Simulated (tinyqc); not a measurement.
# Worked calculation: superjunction drift layer against a plain one, charge balance

tinyqc, about 0.01 s, one thread, Intel Xeon 2.30GHz (shared host): `OMP_NUM_THREADS=1 python tinyqc.py 2590143 2590144 out.jsonl` Printed values are rounded.

Alternating n and p pillars of equal width wp, doping N and length Lp. When depleted, the lateral field peaks at Ex = q N wp/(2 eps0 eps_r) at the pillar junctions and a uniform vertical field Ey is added; breakdown is taken where Ex^2 + Ey^2 = Ef^2. Only the n pillars conduct, narrowed by the zero-bias depletion. A first-order model: the field peaks at the pillar ends are left out.

Inputs (values chosen for the exercise); values close to those of silicon:
```
symbol,value,unit,meaning
eps_r,11.7,,relative permittivity of the semiconductor
E16,0.389,MV/cm,critical field at a doping of 1e16 cm^-3
mx,1310,cm^2/(V s),mobility at low doping
mi,95,cm^2/(V s),mobility at high doping
Nr,1.3e17,cm^-3,reference doping of the mobility
BV,710,V,wanted breakdown voltage
wp,5,um,width of each pillar
Ef,0.29,MV/cm,critical field inside the pillars
a,0.51,,lateral peak field as a share of Ef
Vb,0.8,V,built-in voltage of the pillar junctions
dl,-7.8,%,charge imbalance (Nn - Np)/N
```

Constants: q = 1.602176634e-19 C, eps0 = 8.8541878128e-14 F/cm where lengths are in cm. Results are converted to the units shown.

## Iteration 1: doping of the plain drift layer

N at the start = 1e15 cm^-3

Ec(N) = E16 (N/1e16 cm^-3)^(1/8); N(new) = eps0 eps_r Ec(N)^2/(2 q BV).

Ec = 0.2917088 MV/cm
N after iteration 1 = 3.874673e14 cm^-3

## Iteration 2: doping of the plain drift layer

As before.

Ec = 0.2591069 MV/cm
N after iteration 2 = 3.056989e14 cm^-3

## Course of the iteration: doping of the plain drift layer

Stop when N changes by less than 1e8 cm^-3, or after 40 iterations.

Course of the iteration:
```
iteration    N (cm^-3)  |change| (cm^-3)
1          3.874673e14           6.13e14
2          3.056989e14           8.18e13
3          2.881101e14           1.76e13
4          2.838734e14           4.24e12
5          2.828240e14           1.05e12
6          2.825622e14           2.62e11
7          2.824968e14           6.54e10
8          2.824805e14           1.63e10
9          2.824764e14            4.09e9
10         2.824754e14            1.02e9
11         2.824751e14            2.55e8
12         2.824751e14            6.39e7
```

Converged in 12 iterations. At the end each change is about 0.25 times the one before: linear convergence.

## Thickness and resistance of the plain layer

N of the plain layer = 2.824750e14 cm^-3

Ec(N) = E16 (N/1e16 cm^-3)^(1/8), mu(N) = mi + (mx - mi)/(1 + (N/Nr)^0.9). W = 2 BV/Ec, Rsp = W/(q mu N).

mu = 1305.145 cm^2/(V s)
W = 57.01199 um
Rsp = 96.51992 mohm cm^2

## Design of the pillars

Ex = a Ef gives N = 2 eps0 eps_r a Ef/(q wp); Ey = Ef sqrt(1 - a^2); Lp = BV/Ey; xd = sqrt(eps0 eps_r Vb/(q N)) on each side; Rsp = 2 Lp/(q mu(N) N (1 - 2 xd/wp)). mu(N) = mi + (mx - mi)/(1 + (N/Nr)^0.9).

N = 3.825184e15 cm^-3
Ey = 0.2494506 MV/cm
Lp = 28.46255 um
xd = 0.3677316 um
Rsp = 8.635000 mohm cm^2

The pillars have an aspect ratio of 5.69. Their doping is 13.5 times, and their Rsp 0.0895 times, that of the plain layer.

## Loss of breakdown voltage by imbalance

An imbalance dl leaves the mean net doping |dl| N/2, which tilts the vertical field by s = q |dl| N/(2 eps0 eps_r): BV(dl) = Ey Lp - s Lp^2/2, or Ey^2/(2 s) if the field reaches zero inside the pillar.

tilt s = 2.307240 kV/(cm um)
BV(dl) = 616.5433 V
loss = 13.16292 %
